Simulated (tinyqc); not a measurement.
# Changing the temperature T

Model: Schottky barrier with interface states (Cowley-Sze model), image lowering and contact resistance. Computed by tinyqc, a small Python program. Command: `OMP_NUM_THREADS=1 python tinyqc.py 3027596 3027597 out.jsonl pinning sweep`. One thread of a shared host (Intel(R) Xeon(R) Processor @ 2.30GHz), about 0.02 s of CPU time with the checks.

An n-type semiconductor under a metal. The barrier lies between the Schottky-Mott limit phi_M - chi and the Bardeen limit E_g - E_n, E_n being the neutrality level of the interface states; the space-charge term of the full Cowley-Sze expression is left out.

Inputs (values chosen for the exercise, with gap, mass and screening modelled on GaSb):

| quantity | value | unit |
|---|---|---|
| gap E_g | 0.74 | eV |
| electron affinity chi | 4.1 | eV |
| metal work function phi_M | 4.74 | eV |
| neutrality level E_n above the valence band | 0.286 | eV |
| interface-state density D | 1.1e+13 | cm^-2 eV^-1 |
| dipole layer thickness delta | 0.26 | nm |
| dipole layer constant eps_i | 4 | - |
| dielectric constant eps_s | 16.1 | - |
| electron mass m_e | 0.0395 | m_0 |
| valleys M_c | 1 | - |
| donor density N | 1.4e+15 | cm^-3 |
| reverse bias V_r | 1 | V |

Pinning factor from: interface states.

Constants: e = 1.602176634e-19 C; eps_0 = 8.8541878128e-12 F/m; k_B = 8.617333262e-05 eV/K; m_0 = 9.1093837015e-31 kg; k_B = 1.380649e-23 J/K; h = 6.62607015e-34 J s; hbar = 1.054571817e-34 J s.

Method:
- S = 1/(1 + e^2 D delta/(eps_i eps_0)); for D per eV, e^2 D is the number e x D in SI units, with 1 cm^-2 = 1e4 m^-2.
- phi_B = S (phi_M - chi) + (1 - S)(E_g - E_n); the hole barrier is E_g - phi_B.
- N_c = 2 M_c (2 pi m_e k_B T/h^2)^(3/2); xi = E_c - E_F solves N = N_c F_1/2(-xi/k_B T) (bisection; full ionisation).
- F_1/2(eta) = (2/sqrt(pi)) int_0^infinity sqrt(x)/(1 + exp(x - eta)) dx, by the trapezoid rule in t = sqrt(x) with step 0.02 up to t = 12 (for eta < -12 by exp(eta) - exp(2 eta)/2^(3/2)).
- V_bi = phi_B - xi; W = sqrt(2 eps_s eps_0 (V_bi + V_r - k_B T/e)/(e N)); field at the metal E_m = e N W/(eps_s eps_0); image lowering sqrt(e E_m/(4 pi eps_s eps_0)).
- A* = 4 pi e m_e M_c k_B^2/h^3 (a simple valley count); J_s = A* T^2 exp(-phi/k_B T).
- J_0 uses phi_B; the reverse current uses phi_B less the image lowering, times 1 - exp(-V_r/k_B T).
- E_00 = (e hbar/2) sqrt(N/(m_e eps_s eps_0)), E_0 = E_00 coth(E_00/k_B T); scaling form of the contact resistivity rho_c = (k_B/(e A* T)) exp(phi_B/E_0), which is the thermionic result when E_00 << k_B T and keeps only the leading exponential of tunnelling when E_00 >> k_B T; image lowering is left out of it.

One run for each value:

| temperature T (K) | J_0 (A/cm^2) | contact resistivity rho_c (ohm cm^2) | E_00/k_B T |
|---|---|---|---|
| 200 | 4.8765e-11 | 3.4279e+08 | 0.050545 |
| 250 | 1.0000e-07 | 2.1209e+05 | 0.040436 |
| 300 | 1.7261e-05 | 1.4842e+03 | 0.033697 |
| 350 | 7.1741e-04 | 4.1802e+01 | 0.028883 |
| 450 | 1.1318e-01 | 3.4169e-01 | 0.022464 |
| 500 | 6.8897e-01 | 6.2415e-02 | 0.020218 |

Give the missing row, temperature T (K) = 400.

Computed row:
```
temperature T (K)  J_0 (A/cm^2)  contact resistivity rho_c (ohm cm^2)  E_00/k_B T
400                  1.2172e-02                            2.8212e+00    0.025272
```

Interpolating between the two neighbouring rows (linearly) misses most in contact resistivity rho_c (ohm cm^2), by a factor of 7.5. Over the rows, J_0 (A/cm^2) rises from 4.88e-11 to 0.689 (exponent d ln y / d ln x 34 between the first rows and 17 between the last); contact resistivity rho_c (ohm cm^2) falls from 3.43e8 to 0.0624 (exponent d ln y / d ln x -33 between the first rows and -16 between the last); E_00/k_B T falls from 0.0505 to 0.0202 (exponent d ln y / d ln x about -1.00 throughout). A Richardson plot, ln(J_0/T^2) against 1/(k_B T), has slope -0.6187 eV, minus the barrier.
